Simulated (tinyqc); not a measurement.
Inside a calculation. Method: plane-wave Kohn-Sham cycle with exchange-only LDA in a layered model solid. One step of it, computed by the program tinyqc.

Task: Iteration 2: potential. V_H(G) = 4 pi rho(G)/G^2 for G != 0 (uniform background); v_x = -(3 rho/pi)^(1/3); V = V_ext + V_H + v_x; Fourier components f(G_m) = (1/N) sum_j f(x_j) exp(-i G_m x_j).

A solid whose potential varies along x alone (atomic units):
```
parameter                      value
period a                    4.200000
cross-section of the cell  25.000000
electrons per cell                 2
grid points                       16
plane waves -n..n, n               3
k points                           1
V1 in V1 cos(2 pi x/a)     -0.440000
```

density after iteration 1 (e/bohr^3): [0.03434646, 0.03270259, 0.02835565, 0.02270260, 0.01719426, 0.01276396, 0.00972879, 0.00802133, 0.00747710, 0.00802133, 0.00972879, 0.01276396, 0.01719426, 0.02270260, 0.02835565, 0.03270259]

Give: Potentials on the grid; V(G_m), m = 0, 1, 2, ....

Result:

Potentials on the grid (hartree):
```
x         V_ext      V_H      v_x        V
0.0000  -0.4400   0.0774  -0.3201  -0.6827
0.2625  -0.4065   0.0709  -0.3149  -0.6505
0.5250  -0.3111   0.0528  -0.3003  -0.5587
0.7875  -0.1684   0.0267  -0.2788  -0.4206
1.0500        0  -0.0026  -0.2542  -0.2568
1.3125   0.1684  -0.0304  -0.2301  -0.0921
1.5750   0.3111  -0.0528  -0.2102   0.0481
1.8375   0.4065  -0.0672  -0.1971   0.1422
2.1000   0.4400  -0.0722  -0.1926   0.1753
2.3625   0.4065  -0.0672  -0.1971   0.1422
2.6250   0.3111  -0.0528  -0.2102   0.0481
2.8875   0.1684  -0.0304  -0.2301  -0.0921
3.1500        0  -0.0026  -0.2542  -0.2568
3.4125  -0.1684   0.0267  -0.2788  -0.4206
3.6750  -0.3111   0.0528  -0.3003  -0.5587
3.9375  -0.4065   0.0709  -0.3149  -0.6505
```

V(G_m), m = 0, 1, 2, ... (hartree): [-0.2553, -0.2145, 0.0008, 0.0000, 0.0000, 0.0000, 0.0000]
